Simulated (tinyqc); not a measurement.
From results back to parameters: periodic multilayer mirror for extreme ultraviolet light. Three cases, with inputs chosen for the exercise.

Problem. With a mean index 1 - dm the Bragg wavelength is lam_B = 2 L sqrt((1 - dm)^2 - sin^2 theta). It is given at 0 degrees and at th2; L and dm are hidden. Then the absorber share is Gm = (dm - delta_S)/(delta_A - delta_S), with the first entries of dS and dA; L is the period.

Find: L; dm; Gm.

Method. The difference of the squares is 4 L^2 sin^2(th2); then 1 - dm = lam_B(0)/(2 L).

Case 1.

Values chosen (out of a larger set: optical constants near those of Mo and Si at 13.5 nm; not measured data): th2 = 15 degrees (second angle); dA = (0.0741, 0.00599) (delta and beta of the absorber, N = 1 - delta + i beta); dS = (0.001, 0.00174) (delta and beta of the spacer and the substrate).

lam_B at 0 = 13.504064 nm
lam_B at th2 = 13.007409 nm

Solution.

L = 7.010 nm
dm = 0.0368
Gm = 0.49

Case 2.

Values chosen (out of a larger set: optical constants near those of Mo and Si at 13.5 nm; not measured data): th2 = 15 degrees (second angle); dA = (0.0791, 0.00597) (delta and beta of the absorber, N = 1 - delta + i beta); dS = (0.0011, 0.00197) (delta and beta of the spacer and the substrate).

lam_B at 0 = 13.466376 nm
lam_B at th2 = 12.979794 nm

Solution.

L = 6.930 nm
dm = 0.0284
Gm = 0.35

Case 3.

Values chosen (out of a larger set: optical constants near those of Mo and Si at 13.5 nm; not measured data): th2 = 20 degrees (second angle); dA = (0.0756, 0.00599) (delta and beta of the absorber, N = 1 - delta + i beta); dS = (0.0011, 0.00169) (delta and beta of the spacer and the substrate).

lam_B at 0 = 13.318848 nm
lam_B at th2 = 12.469972 nm

Solution.

L = 6.840 nm
dm = 0.0264
Gm = 0.34

Computed by tinyqc, one run a case: `OMP_NUM_THREADS=1 python tinyqc.py N N+1 out.jsonl` with N = 1650227, 1650240, 1650256; one thread of a shared Intel(R) Xeon(R) Processor @ 2.30GHz, about 0.01 s a run at most.
